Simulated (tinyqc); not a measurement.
Ion-assisted plasma etching: sheath, surface coverage, synergy and aspect-ratio dependence. Changing the sheath voltage V. Computed by tinyqc, a small Python program. Command: `OMP_NUM_THREADS=1 python tinyqc.py 3015681 3015682 out.jsonl etch sweep`. One thread of a shared host (Intel(R) Xeon(R) Processor @ 2.30GHz), about 0.01 s of CPU time with the checks.

Radicals adsorb on bare sites; ions remove covered sites with a high yield and bare sites by sputtering; a slow spontaneous reaction acts everywhere, walls included.

Inputs (values chosen for the exercise, close to those used for silicon in a halogen plasma):
```
quantity                                value       unit
plasma density n_e                    8.7e+10     1/cm^3
electron temperature T_e                  3.6         eV
ion mass M_i                               71          u
radical density n                     3.6e+13     1/cm^3
radical mass M_n                         35.5          u
gas temperature T_g                       300          K
sticking coefficient s                   0.25          -
radicals per removed unit x                 3          -
yield slope b                            0.14  eV^(-1/2)
threshold E_th                             24         eV
sputter slope b_p                       0.028  eV^(-1/2)
sputter threshold E_p                      34         eV
spontaneous reaction probability k_c   0.0018          -
solid density N                         5e+22     1/cm^3
ion temperature T_i                      0.26         eV
aspect ratio A                             13          -
```

Feature: round hole.

Constants: e = 1.602176634e-19 C; u = 1.6605390666e-27 kg; k_B = 1.380649e-23 J/K; eps_0 = 8.8541878128e-12 F/m.

Method:
- Bohm speed u_B = sqrt(e T_e/M_i); ion flux G_i = 0.61 n_e u_B; radical flux G_n = n c/4 with c = sqrt(8 k_B T_g/(pi M_n)).
- Debye length lambda_D = sqrt(eps_0 T_e/(e n_s)) with n_s = 0.61 n_e, T_e in volts; Child-law sheath d = (sqrt2/3) lambda_D (2 V/T_e)^(3/4); ion energy E = V + T_e/2; angular spread = arctan(sqrt(T_i/E)).
- Yields: Y = b (sqrt(E) - sqrt(E_th)) on covered sites, Y_p = b_p (sqrt(E) - sqrt(E_p)) on bare ones (zero below threshold).
- Steady coverage: s G_n (1 - theta) = x Y G_i theta; removal flux = Y G_i theta + Y_p G_i (1 - theta) + k_c G_n; rate = flux/N, 1 cm/s = 6e8 nm/min.
- Lateral rate = k_c G_n/N; anisotropy = 1 - lateral/vertical; synergy = vertical/(ions alone + radicals alone), with ions alone Y_p G_i/N and radicals alone the lateral rate.
- Transmission of a round hole: K = 1/(1 + 3A/4), walls that scatter diffusely without loss. With a loss probability S = s (1 - theta) at the floor, G_b/G_n = K/(K + S - K S); theta follows G_b, and the two are solved together. Ions are taken to reach the floor unshadowed; G_b replaces G_n in every term of the rate; A is depth over diameter.

One run for each value; columns: (1) sheath voltage V (V); (2) vertical rate (nm/min); (3) coverage theta; (4) floor rate over open-field rate; (5) anisotropy; (6) sheath thickness (um):
```
(1)     (2)     (3)     (4)     (5)   (6)
34     28.5  0.9468  0.9575  0.7115   262
59     58.9  0.8695  0.9191  0.8605   395
100    92.5  0.7881  0.8558  0.9111   587
170   130.4  0.7017  0.7806  0.9369   874
300   175.5  0.6075  0.7140  0.9532  1339
510   222.1  0.5213  0.6739  0.9630  1993
870   274.0  0.4394  0.6541  0.9700  2975
1500  333.4  0.3632  0.6514  0.9753  4477
```

Over the rows, vertical rate (nm/min) rises from 28.5 to 333 (exponent d ln y / d ln x 1.3 between the first rows and 0.36 between the last); coverage theta falls from 0.947 to 0.363 (exponent d ln y / d ln x -0.15 between the first rows and -0.35 between the last); floor rate over open-field rate falls from 0.958 to 0.651 (exponent d ln y / d ln x -0.074 between the first rows and -0.0075 between the last). The exponent of sheath thickness stays at 0.75: the Child law. More energetic ions clear radicals faster, so the coverage drops and the floor of the feature starves sooner. Left out: 20.0 (the solver found no solution).

Caution (rows 34.0, 59.0, 100, 170): at this aspect ratio many ions strike the walls, so ion shadowing, left out here, adds to the lag. Caution (rows 870, 1500): a sheath of several millimetres is collisional at usual pressures, which lowers the ion energy and widens the angles.
